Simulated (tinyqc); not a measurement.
# Programming of a floating-gate cell by Fowler-Nordheim tunnelling: what changes with what

Per tunnel area the floating gate has Ctun = 3.9 eps0/tox to the channel (0 V) and Ccg to the control gate, Ct = Ctun/(1 - ag), no other coupling. With the threshold shift U = -Q/Ccg the field is F = ag (Vg - U)/tox, and dU/dt = J/Ccg. Fowler-Nordheim: J = A F^2 exp(-B/F), A = q^2/(16 pi^2 hbar mo phi) (times 1e14 for A/cm^2 with F in V/nm, emitter mass m0), B = (4/3) sqrt(mo/C) phi^1.5, C = hbar^2/(2 m0).

Inputs (values chosen for the exercise); oxide values close to those of silicon dioxide: tunnel barrier phi = 3.14 eV; tunnelling mass mo = 0.41 m0; tunnel oxide thickness tox = 6.1 nm; coupling ratio Ccg/Ct ag = 0.51; threshold shift at the start Vt0 = -1.5 V; control-gate voltage Vg = 12.2 V.

Constants: q = 1.602176634e-19 C, hbar = 1.054571817e-34 J s, m0 = 9.1093837015e-31 kg, eps0 = 8.8541878128e-14 F/cm where lengths are in cm, hbar^2/(2 m0) = 0.0380998212 eV nm^2. Results are converted to the units shown.

Each table varies one quantity; the others keep the values above.

## Threshold shift against time

Exact: exp(B/F(t)) = exp(B/F(0)) + K t, K = A B ag/(Ccg tox), and U = Vg - tox F/ag.

Threshold shift against time:

| t (s) | F (V/nm) | J (A/cm^2) | U (V) | dU/dlog10 t (V) |
|---|---|---|---|---|
| 1.5e-7 | 1.1435 | 0.089419 | -1.4768 | 0.052418 |
| 7.5e-7 | 1.1364 | 0.077355 | -1.3922 | 0.22673 |
| 3.8e-6 | 1.1110 | 0.045335 | -1.0886 | 0.67325 |
| 1.9e-5 | 1.0591 | 0.014070 | -0.46739 | 1.0447 |
| 9.6e-5 | 0.99553 | 0.0028674 | 0.29271 | 1.0758 |
| 0.00048 | 0.93523 | 5.2320e-4 | 1.0140 | 0.98144 |
| 0.0024 | 0.88097 | 9.3481e-5 | 1.6629 | 0.87679 |
| 0.012 | 0.83251 | 1.6719e-5 | 2.2426 | 0.78404 |
| 0.061 | 0.78865 | 2.9523e-6 | 2.7671 | 0.70380 |
| 0.31 | 0.74918 | 5.2428e-7 | 3.2392 | 0.63516 |

What does the comparison show?

U rises from -1.48 to 3.24 V, while J falls by 5.23 decades, at the end as t^(-1.06). Well past t0 = 4.08e-6 s the stored charge chokes the field and U gains only 0.635 V a decade.

## Programming by a staircase of pulses

Same model as above.

Pulse i = 1, 2, ... has the height 10.7 V + (i - 1) 0.2 V and lasts 7 us; each starts from the U that the last one left.

Result of one run:

| N | last pulse (V) | U (V) | gain of the last pulse (V) | F at its end (V/nm) |
|---|---|---|---|---|
| 1 | 10.700 | -1.4397 | 0.060260 | 1.0150 |

What becomes of these results when the number of pulses N is changed from 1 to 2, all else the same?

Result of the changed run:

| N | last pulse (V) | U (V) | gain of the last pulse (V) | F at its end (V/nm) |
|---|---|---|---|---|
| 2 | 10.900 | -1.3605 | 0.079260 | 1.0251 |

The whole series:

| N | last pulse (V) | U (V) | gain of the last pulse (V) | F at its end (V/nm) |
|---|---|---|---|---|
| 1 | 10.700 | -1.4397 | 0.060260 | 1.0150 |
| 2 | 10.900 | -1.3605 | 0.079260 | 1.0251 |
| 3 | 11.100 | -1.2609 | 0.099570 | 1.0335 |
| 4 | 11.300 | -1.1413 | 0.11961 | 1.0402 |
| 6 | 11.700 | -0.84981 | 0.15356 | 1.0492 |
| 8 | 12.100 | -0.50785 | 0.17582 | 1.0541 |
| 11 | 12.700 | 0.055132 | 0.19183 | 1.0572 |
| 14 | 13.300 | 0.64308 | 0.19739 | 1.0582 |
| 18 | 14.100 | 1.4387 | 0.19944 | 1.0586 |

The gain of a pulse rises from 0.0603 to 0.199 V and settles at the step of 0.2 V: the field at the end of a pulse becomes steady, 1.06 V/nm, so U follows the gate one to one whatever it started from. It is within 5 % of the step from pulse 11 on among the rows. In every row the field stays above 10 MV/cm, which wears the oxide.

Range of the model: Programming fields of 10 MV/cm and more wear the oxide; trapping and the channel potential are ignored.

Computed by the program tinyqc: `OMP_NUM_THREADS=1 python tinyqc.py 2130040 2130041 out.jsonl`, one thread of a shared Intel Xeon 2.30GHz, about 0.01 s for the whole run.
